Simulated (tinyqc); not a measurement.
Worked calculation: strained quantum well: band edges, subbands and transparency. Values are carried at full precision from step to step, so a last printed digit may differ when a step is redone from the rounded ones.

Growth on (001), barriers unstrained: tr(e) = e (2 - nu2), Z = b e (1 + nu2); Ec = Ev + Eg + ac tr(e), E_HH = Ev + av tr(e) + Z, E_LH = Ev + av tr(e) - Z (coupling to the split-off band left out).

Constants: hbar^2/2m0 = 3.80998211 eV angstrom^2; hc = 1239.841984 eV nm; kB = 8.617333262e-05 eV/K.

Parameters, chosen for this exercise (near those of an InGaAs/InP well; shifted at random, so the results belong to these values and not to a real crystal): e = -0.0003 (strain in the plane); nu2 = 0.998 (2 C12/C11); Eg = 0.713 eV (unstrained gap of the well); Ev = -0.592 eV (its valence edge); ac = -6.04 eV; av = 1.07 eV (Ev moves by av tr(e)); b = -1.89 eV (shear potential); Egb = 1.35 eV (gap of the barrier); Evb = -0.94 eV (its valence edge); L = 100 angstrom (well width); me = 0.0426 m0 (electron mass); g1 = 14.01 (gamma1); g2 = 5.54 (gamma2); meb = 0.08 m0; g1b = 5.08; g2b = 1.6; T = 250 K (temperature); Br = 2 x 1e-4 cm^2/s (two-dimensional radiative coefficient).

## Strained band edges and offsets

Give tr(e), Z, the edges Ec, E_HH, E_LH and the well depths against the barrier.

tr(e) = -0.00030
Z = 0.0011 eV

Ec, E_HH, E_LH (eV): 0.1228  -0.5912  -0.5935

depths for e, HH, LH (eV): 0.2872  0.3488  0.3465

The well is under compression, which puts HH on top, by 2 meV; the gap becomes 0.7140 eV, +1 meV from the unstrained one.

## Subband edges

Masses along z: me, 1/(g1 - 2 g2) for HH, 1/(g1 + 2 g2) for LH, likewise in the barrier; in the plane me, 1/(g1 + g2) for HH and 1/(g1 - g2) for LH (no mixing, which understates the hole masses away from k = 0). Level n solves k L + 2 atan[(k/m)/(kappa/mb)] = n pi, k = sqrt(m E/c), kappa = sqrt(mb (V - E)/c), c = hbar^2/2m0.

Up to three electron, four HH and two LH levels, on the common energy scale, with their masses in the plane.

Subbands:

| level | E (eV) | m in the plane |
|---|---|---|
| e1 | 0.1633 | 0.0426 |
| e2 | 0.2862 | 0.0426 |
| hh1 | -0.5996 | 0.0512 |
| hh2 | -0.6250 | 0.0512 |
| lh1 | -0.6328 | 0.1181 |
| hh3 | -0.6673 | 0.0512 |
| hh4 | -0.7263 | 0.0512 |
| lh2 | -0.7625 | 0.1181 |

lowest transition = 0.7630 eV
wavelength hc/E = 1625.0 nm

The top hole level is hh1, so the edge is mainly TE polarised; hh2 lies 25 meV lower, within kT at room temperature, so both polarisations contribute.

## Transparency density

Transparency (Bernard-Duraffourg): Fc - Fv equals the lowest transition energy with n = p, n = sum m/(2 pi c) kB T ln(1 + exp((Fc - E)/kB T)) and p likewise over the listed subbands; c = hbar^2/2m0, 1/angstrom^2 = 1e16/cm^2.

Solve for u = (Fc - e1)/kB T; give n_tr, the share of holes in the top subband and the current e Br n_tr^2 (e = 1.602177e-19 C).

u = 0.606
n_tr = 0.402 x 1e12/cm^2
share = 0.499
current density = 5.2 A/cm^2

For mirror-image bands u = 0 and n_tr = me kB T ln2/(2 pi c) = 0.266 x 1e12/cm^2; the heavier or more numerous hole states raise it by a factor 1.51.

## Checks

- Transparency for equal single subbands against m kB T ln2/(2 pi c): both 0.3743.

tinyqc: `OMP_NUM_THREADS=1 python tinyqc.py 1252403 1252404 out.jsonl`; about 0.03 s, one thread, shared Intel(R) Xeon(R) Processor @ 2.30GHz.
